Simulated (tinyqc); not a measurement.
Inside a calculation. Method: Ewald sum of point charges, bcc in a neutralising background, strained along z by a factor 0.89, lattice. Computed by tinyqc, a small Python program that keeps every step. Command: `OMP_NUM_THREADS=1 python tinyqc.py 29129 29130 out.jsonl` (the two numbers bound the seeds that draw the settings). One thread of a shared host (Intel(R) Xeon(R) Processor @ 2.60GHz), about 0.03 s of CPU time with the checks.

## Ewald sum with eta = 0.288 1/bohr

cell vectors (rows) (bohr):
```
[[12.8000, 0.0000, 0.0000],
 [0.0000, 12.8000, 0.0000],
 [0.0000, 0.0000, 11.3920]]
```

Charges:
```
q           f1      f2      f3
1.0000  0.0000  0.0000  0.0000
1.0000  0.5000  0.5000  0.5000
```

Real space: 1/2 sum q_i q_j erfc(eta r)/r over all images with r > 0; reciprocal space: (2 pi/V) sum_(G != 0) exp(-G^2/4 eta^2)/G^2 |S(G)|^2 with S(G) = sum q exp(i G.r); self term -eta/sqrt(pi) sum q^2; background -pi Q^2/(2 V eta^2), Q the total charge.

Real-space shells (first ones):
```
r (bohr)  pairs  sum (hartree)
10.6941      16       9.92e-06
11.3920       4       6.12e-07
12.8000       8       5.80e-08
17.1353      16              0
18.1019       8              0
19.3370      16              0
```

Reciprocal shells (first ones that count):
```
G^2 (1/bohr^2)  vectors  sum (hartree)
0.4819                4         0.0262
0.5452                8         0.0382
0.9638                4         0.0031
1.2168                2         0.0006
1.5090               16         0.0015
1.6987                8       3.79e-04
1.9277                4       8.37e-05
2.1806                8       6.91e-05
2.4096                8       3.14e-05
2.4728                8       2.52e-05
2.9788                8       4.56e-06
3.1445                8       2.62e-06
```

## The total does not depend on eta

The same sums for other eta.

Totals (hartree per cell):
```
eta         real  reciprocal     self  background      total
0.2880  1.06e-05      0.0701  -0.3250     -0.0406  -0.295452
0.4260  8.90e-11      0.2038  -0.4807     -0.0185  -0.295452
0.5110         0      0.2940  -0.5766     -0.0129  -0.295452
```

shortest distance = 10.6941 bohr
